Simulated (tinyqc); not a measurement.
Electromigration in a confined line: Blech product, Korhonen stress evolution and Black's law: one step, computed by the program tinyqc. Command: `OMP_NUM_THREADS=1 python tinyqc.py 3000928 3000929 out.jsonl emigr walk`. One thread of a shared host (Intel(R) Xeon(R) Processor @ 2.30GHz), about 0.02 s of CPU time with the checks.

The electron wind pushes atoms from the cathode (x = 0) to the anode (x = L); blocking ends build a back stress (tension positive). The input rho is taken not to change with temperature. d sigma/dt = d/dx [kappa (d sigma/dx + G)], with zero flux at both ends and sigma = sigma_0 at t = 0.

Task: Series terms at the cathode. sigma(x, t) = sigma_0 + G L [1/2 - x/L - 4 sum_(m odd) cos(m pi x/L) exp(-m^2 pi^2 s)/(m pi)^2], s = t/tau, summed to m = 399. The terms at x = 0 are 4 exp(-m^2 pi^2 s)/(m pi)^2; tau = L^2/kappa.

Inputs (values chosen for the exercise, close to those used for copper lines): initial stress sigma_0 = 20 MPa; line length L = 64 um; test temperature T = 210 C; time as a fraction of L^2/kappa, s = 0.0095.

Start: thermal stress.

stress gradient G = 5.185621 MPa/um

tau = 1818.873 h

Give: terms for m = 1, 3, 5, 7; cathode stress at time s; time t.

Result:

terms for m = 1, 3, 5, 7: [0.3690, 0.01937, 0.001555, 8.362e-05]

cathode stress at time s = 56.50 MPa

time t = 17.28 h
